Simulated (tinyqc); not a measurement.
Inside a calculation. Model: double-gate transistor, scale length and short-channel effects.

tinyqc, about 0.01 s, one thread, Intel Xeon 2.30GHz (shared host): `OMP_NUM_THREADS=1 python tinyqc.py 2420170 2420171 out.jsonl` Printed values are rounded.

A body of thickness ts between two insulators of thickness ti and two tied gates. Below threshold the potential that source and drain add obeys Laplace's equation and vanishes on the gate. Its lowest mode decays along the channel as exp(-k y); k is the smallest positive root of the matching condition at the interface, and the scale length is Lambda = pi/k.

Values chosen for this exercise; permittivities: semiconductor close to that of silicon, insulator close to that of hafnium oxide:
- T = 293 K (temperature)
- eps_r = 11.5 (relative permittivity of the semiconductor)
- ei = 22.3 (relative permittivity of the insulator)
- ti = 3.6 nm (insulator thickness)
- ts = 9.1 nm (body thickness)
- L = 35 nm (channel length)
- Vbi = 0.86 V (potential of the source)
- sT = 0.49 V (potential of the barrier top at threshold)
- VTL = 0.46 V (long-channel threshold)
- m = 1 (long-channel body factor)
- Vds = 0.7 V (drain voltage)

Constants: q = 1.602176634e-19 C, kB = 1.380649e-23 J/K, Vt = kB T/q. Results are converted to the units shown.

## Scan of the matching condition

k, point 0 to 7 (1/nm): 0.04125  0.0825  0.12375  0.165  0.20625  0.2475  0.28875  0.33

f(k) = ei cos(k ti) cos(k ts/2) - eps_r sin(k ti) sin(k ts/2).

f(k), point 0 to 7: 21.34978  18.60505  14.37174  9.12153  3.43905  -2.04358  -6.71751  -10.06534

The first change of sign lies between k = 0.20625 and 0.2475 1/nm.

## Iteration 1: decay constant by Newton steps

k at the start = 0.2475 1/nm

f(k) = ei cos(k ti) cos(k ts/2) - eps_r sin(k ti) sin(k ts/2); f' by a central difference with +/- 1e-5 1/nm; k(new) = k - f/f'.

f = -2.043579
f' = -125.4373 nm
k after iteration 1 = 0.2312084 1/nm

## Iteration 2: decay constant by Newton steps

As before.

f = 0.05763800
f' = -132.1374 nm
k after iteration 2 = 0.2316446 1/nm

## Course of the iteration: decay constant by Newton steps

Stop when k changes by less than 1e-10 1/nm, or after 30 iterations.

Course of the iteration:
```
iteration   k (1/nm)  |change| (1/nm)
1          0.2312084           0.0163
2          0.2316446          4.36e-4
3          0.2316448          2.47e-7
4          0.2316448         7.95e-14
```

Converged in 4 iterations. At the end the number of correct digits about doubles with each step.

## Scale length against simple estimates

k = 0.2316448 1/nm

Lambda = pi/k and l = 1/k. A parabolic potential across the structure gives l(parabolic) = sqrt((eps_r/(2 ei)) ts ti (1 + ei ts/(4 eps_r ti))).

Lambda = 13.56211 nm
l = 4.316954 nm
l(parabolic) = 4.335705 nm

The parabolic estimate is 0.43 % above l.

## Threshold shift, barrier position and swing

Along the channel psi(y) = s + a exp(y/l) + b exp(-y/l) with psi(0) = Vbi, psi(L) = Vbi + Vds and l = 1/k = Lambda/pi; with A = Vbi - s, B = A + Vds, x = exp(-L/l): a = (B - A x) x/(1 - x^2), b = (A - B x)/(1 - x^2). The minimum is s + 2 sqrt(a b), at y = (l/2) ln(b/a). The long-channel potential follows the gate as s = sT + (Vg - VTL)/m, and the threshold VT is the gate voltage at which the minimum equals sT. Swing = m Vt ln 10/g at threshold, g = d(minimum)/ds = 1 - (b x + a)/((1 + x) sqrt(a b)).

s at threshold = 0.4672704 V
a = 3.291498e-4 V
b = 0.3924004 V
position of the minimum = 15.28963 nm
VT = 0.4372704 V
swing = 60.51902 mV/decade

The threshold lies 22.7 mV below the long-channel value, and the barrier top sits at 0.44 L from the source.
